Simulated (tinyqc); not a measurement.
Inside a calculation. Method: plane-wave Kohn-Sham cycle with exchange-only LDA in a layered model solid. One step of it, computed by the program tinyqc.

Task: Iteration 2: Hamiltonian at one k. H(m,m') = (k + G_m)^2/2 delta + V(G_m - G_m'), with V(-G) = V(G).

A solid whose potential varies along x alone (atomic units):
```
parameter                      value
period a                   11.900000
cross-section of the cell  11.000000
electrons per cell                 4
grid points                       16
plane waves -n..n, n               2
k points                           1
V1 in V1 cos(2 pi x/a)     -0.470000
```

V(G_m), m = 0, 1, 2, ... (hartree): [-0.307002, -0.109055, -0.000598, -0.002713, -0.000090]

k = 0.000000 2 pi / a

Give: H.

Result:

H (hartree), order -2, -1, +0, +1, +2:
$$\begin{pmatrix}
0.251 & -0.109 & -0.001 & -0.003 & 0.000 \\
-0.109 & -0.168 & -0.109 & -0.001 & -0.003 \\
-0.001 & -0.109 & -0.307 & -0.109 & -0.001 \\
-0.003 & -0.001 & -0.109 & -0.168 & -0.109 \\
0.000 & -0.003 & -0.001 & -0.109 & 0.251
\end{pmatrix}$$
